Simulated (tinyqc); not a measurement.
Pump-down curve: gas flow in a process chamber: flow regimes, conductance, effective pumping speed, pump-down, outgassing and purge. Computed by tinyqc, a small Python program. Command: `OMP_NUM_THREADS=1 python tinyqc.py 3120252 3120253 out.jsonl pump walk`. One thread of a shared host (Intel(R) Xeon(R) Processor @ 2.30GHz), about 0.09 s of CPU time with the checks.

Ideal gas, isothermal flow, a pump of constant speed at the end of a round pipe; process gas, volume gas and outgassing are given the same properties. 1 sccm = 101325 Pa x 1e-6 m^3/60 s x T/273.15 K.

Inputs (values chosen for the exercise, modelled on hydrogen near room temperature):

| quantity | value | unit |
|---|---|---|
| molar mass M | 2.016 | g/mol |
| molecular diameter | 0.27 | nm |
| viscosity eta | 8.9 | micropascal s |
| temperature T | 350 | K |
| chamber volume V | 5.2 | L |
| wall area | 1.2 | m^2 |
| pipe diameter d | 4 | cm |
| pipe length l | 390 | cm |
| pump speed S | 22 | L/s |
| outgassing rate after 1 h | 8.8e-07 | Pa m^3/(s m^2) |
| outgassing exponent n | 0.93 | - |
| starting pressure p0 | 200 | Pa |

Constants: k_B = 1.380649e-23 J/K; u = 1.6605390666e-27 kg.

Method:
- Mean speed c = sqrt(8 k_B T/(pi m)); aperture conductance C_a = c pi d^2/16; molecular pipe C_m = C_a/(1 + 3 l/(4 d)) (Dushman form); viscous pipe C_v = pi d^4 p_mean/(128 eta l); Knudsen interpolation C = C_v + C_m (1 + x)/(1 + 1.24 x), x = d p_mean sqrt(m/(k_B T))/eta.
- Effective speed 1/S_eff = 1/S + 1/C_m; time constant V/S_eff; pressure at which the free path k_B T/(sqrt2 pi d_m^2 p) equals d.
- Pump-down: V dp/dt = -S_eff(p) p + q(t) A, with S_eff = S p_2/p, where p_2 solves C((p + p_2)/2) (p - p_2) = S p_2 at each moment, and q(t) = q_1 (1 h/(t + 10 s))^n; integrated adaptively. At long times p = q(t) A/S_eff.
- S_eff(p) is tabulated at 260 pressures and interpolated in ln p. Comparison columns: p0 exp(-t/time constant) with the molecular S_eff (0 below 1e-26 p0), and the outgassing limit.

time constant = 0.876308 s

S_eff in molecular flow = 5.93399 L/s

Pressure against time:

| t (s) | p (Pa) | S_eff (L/s) | volume gas only (Pa) | outgassing limit (Pa) |
|---|---|---|---|---|
| 0.3 | 6.4110e+01 | 18.417 | 1.4202e+02 | 4.1280e-02 |
| 1 | 9.5897e+00 | 10.294 | 6.3890e+01 | 3.8831e-02 |
| 3 | 6.8644e-01 | 5.792 | 6.5199e+00 | 3.3244e-02 |
| 10 | 2.3702e-02 | 5.894 | 2.2135e-03 | 2.2270e-02 |
| 30 | 1.1982e-02 | 5.913 | 2.7112e-13 | 1.1689e-02 |
| 100 | 4.6032e-03 | 5.926 | 0 | 4.5623e-03 |
| 300 | 1.7462e-03 | 5.931 | 0 | 1.7407e-03 |
| 1000 | 5.8088e-04 | 5.933 | 0 | 5.8031e-04 |
| 3600 | 1.7755e-04 | 5.934 | 0 | 1.7750e-04 |
| 20000 | 3.6103e-05 | 5.934 | 0 | 3.6101e-05 |
| 100000 | 8.0843e-06 | 5.934 | 0 | 8.0842e-06 |

What follows from these numbers?

From t = 10 s on the pressure is within 20 % of the outgassing limit, which falls only as (t + 10 s)^-0.93: walls, not volume, set the time to base pressure. Early on viscous flow raises S_eff to 18.4 L/s, 3.1 times its molecular value.
